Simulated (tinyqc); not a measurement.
On-chip power grid, static voltage drop by conjugate gradients: course of the conjugate-gradient iteration.

A grid of 4 rows and 3 columns, node k = 3 row + column. Neighbours in a row are joined by Rx, in a column by Ry; pad nodes, which reach the supply through Rp: 0, 11. Each node draws I0, node 5 draws kh I0. The drops u = Vdd - V solve G u = i, with G the conductance matrix (1/Rp added on the diagonal at pad nodes).

G_kk = sum of the conductances at node k. Start u = 0, so the residual is r = i; z = r/G_kk (Jacobi preconditioner), p = z.

q = G p; with z = r/G_kk: a = (r.z)/(p.q); u(new) = u + a p; r(new) = r - a q; b = (r.z)(new)/(r.z); p(new) = z(new) + b p.

Stop when |r| is below 1e-9 mA.

Parameters, values chosen for the exercise: resistance of a horizontal segment Rx = 0.33 ohm; resistance of a vertical segment Ry = 0.31 ohm; resistance from a pad node to the supply Rp = 0.49 ohm; load current of an ordinary node I0 = 1.5 mA; factor on the load at the hot node kh = 8.

Course of the iteration:
```
iteration,largest u (mV),|r| (mA)
1,1.97286,13.3
2,4.44067,18.8
3,7.44940,18.1
4,9.53640,14.9
5,10.7365,9.38
6,11.0314,3.94
7,11.0741,2.36
8,11.0984,0.990
9,11.0947,0.195
10,11.0939,7.53e-3
11,11.0940,1.80e-3
12,11.0940,< 1e-11
```

Did this iteration meet its convergence test, and what does its course show?

Yes. Converged in 12 iterations for 12 unknowns; in exact arithmetic the method needs at most 12. The condition number of the scaled matrix is 69.0. Gauss-Seidel sweeps in node order need 397 to reach the same residual.

Program tinyqc, `OMP_NUM_THREADS=1 python tinyqc.py 2770212 2770213 out.jsonl`; Intel Xeon 2.30GHz, shared host, one thread, about 0.1 s.
